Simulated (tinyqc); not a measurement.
Virtual-crystal alloy A(1-x)B(x) in sp3s* tight binding, step by step. Values are carried at full precision from step to step, so a last printed digit may differ when a step is redone from the rounded ones.

Virtual crystal: a(x) = (1 - x) aA + x aB (Vegard); the six levels are averaged linearly; the seven couplings follow Harrison's rule, V(x) a(x)^2 = (1 - x) V_A aA^2 + x V_B aB^2. No spin-orbit coupling and no disorder. Gaps are measured from the top of the valence band at Gamma; the Delta value is the minimum on (kx,0,0) for kx from 0.5 to 1.

Values chosen for the exercise (A near a published set for Ge, B for Si; such sets place X and L only to about 0.5 eV; not measured data): aA = 5.659 angstrom (lattice constant of A); aB = 5.429 angstrom (of B); pA = (-5.861, 1.61, -5.861, 1.61, 6.396, 6.396, -6.767, 1.615, 4.899, 5.446, 5.446, 5.237, 5.237) eV (order Esa, Epa, Esc, Epc, Exa, Exc, Vss, Vxx, Vxy, Vsapc, Vscpa, Vxapc, Vpaxc); pB = (-4.212, 1.717, -4.212, 1.717, 6.681, 6.681, -8.274, 1.721, 4.571, 5.735, 5.735, 5.368, 5.368) eV (the same for B); x = 0.8 (fraction of B).

## Parameters of the alloy

Form a(x) and the thirteen parameters.

a(x) = 5.4750 angstrom

parameters (eV): Esa -4.5418, Epa 1.6956, Esc -4.5418, Epc 1.6956, Exa 6.6240, Exc 6.6240, Vss -7.9543, Vxx 1.6988, Vxy 4.6424, Vsapc 5.6749, Vscpa 5.6749, Vxapc 5.3415, Vpaxc 5.3415

Against a plain linear average the 1/a^2 rule changes Vss by +18.3 meV and Vxy by +5.8 meV.

## Levels at Gamma

The parameters stand in the order Esa, Epa, Esc, Epc, Exa, Exc, Vss, Vxx, Vxy, Vsapc, Vscpa, Vxapc, Vpaxc. At k = 0 the s levels are the roots of [[Esa, Vss], [Vss, Esc]] and the p levels those of [[Epa, Vxx], [Vxx, Epc]]; the direct gap runs from the lower p root to the lower of the two upper roots.

s roots (eV): -12.4961  3.4125

p roots (eV): -0.0032  3.3944

direct gap = 3.3977 eV

The lowest empty level at Gamma is p-like.

## The Hamiltonian at L

sp3s* tight binding, nearest neighbours only: anion (a) at 0, cation (c) at a/4 (1,1,1), orbitals s, px, py, pz, s* on each; k in units of 2 pi/a. With phases e_j = exp(i (pi/2) k.n_j) for n = (1,1,1), (1,-1,-1), (-1,1,-1), (-1,-1,1): g0 = (e1+e2+e3+e4)/4, g1 = (e1+e2-e3-e4)/4, g2 = (e1-e2+e3-e4)/4, g3 = (e1-e2-e3+e4)/4. The diagonal holds the levels Esa, Epa, Exa (s*) and Esc, Epc, Exc. Anion-cation block: <sa|sc> = Vss g0; <sa|xc> = Vsapc g1; <xa|sc> = -Vscpa g1; <xa|xc> = Vxx g0; <xa|yc> = <ya|xc> = Vxy g3, <xa|zc> = <za|xc> = Vxy g2, <ya|zc> = <za|yc> = Vxy g1; <s*a|xc> = Vxapc g1; <xa|s*c> = -Vpaxc g1; y and z take g2 and g3 in place of g1; s-s* and s*-s* vanish.

k = (1/2,1/2,1/2); parameters in the order Esa, Epa, Esc, Epc, Exa, Exc, Vss, Vxx, Vxy, Vsapc, Vscpa, Vxapc, Vpaxc.

g0, g1, g2, g3: 0.3536-0.3536i  -0.3536+0.3536i  -0.3536+0.3536i  -0.3536+0.3536i

H (eV), lower triangle (Hermitian):
```
,sa,xa,ya,za,s*a,sc,xc,yc,zc,s*c
sa,-4.5418
xa,0,1.6956
ya,0,0,1.6956
za,0,0,0,1.6956
s*a,0,0,0,0,6.6240
sc,-2.8123-2.8123i,2.0064+2.0064i,2.0064+2.0064i,2.0064+2.0064i,0,-4.5418
xc,-2.0064-2.0064i,0.6006+0.6006i,-1.6413-1.6413i,-1.6413-1.6413i,-1.8885-1.8885i,0,1.6956
yc,-2.0064-2.0064i,-1.6413-1.6413i,0.6006+0.6006i,-1.6413-1.6413i,-1.8885-1.8885i,0,0,1.6956
zc,-2.0064-2.0064i,-1.6413-1.6413i,-1.6413-1.6413i,0.6006+0.6006i,-1.8885-1.8885i,0,0,0,1.6956
s*c,0,1.8885+1.8885i,1.8885+1.8885i,1.8885+1.8885i,0,0,0,0,0,6.6240
```

## Levels at L

Diagonalise H; four bands are filled. The top of the valence band is the lower p root at Gamma.

levels (eV): -10.1950  -7.2516  -1.4750  -1.4750  2.1253  2.4966  4.8662  4.8662  9.0883  11.2920

gap from the valence top to L = 2.1285 eV

## The three valleys

The same at Gamma, along Delta and at L.

gaps (eV): Gamma 3.3977, Delta 1.1039, L 2.1285

position of the Delta minimum = 0.746 2 pi/a

In this model the alloy is indirect, with its lowest valley at the Delta line and the next 1025 meV above. The bowing from disorder and bond relaxation, left out here, lowers real gaps, by tenths of an eV in badly matched pairs.

## Checks

- Direct gap from the blocks against the full matrix: both 3.39767.

Computed by tinyqc, a small Python program: `OMP_NUM_THREADS=1 python tinyqc.py 1451972 1451973 out.jsonl` (the numbers bound the seed that draws the inputs); one thread of a shared host (Intel(R) Xeon(R) Processor @ 2.30GHz), about 0.06 s for the whole set of steps.
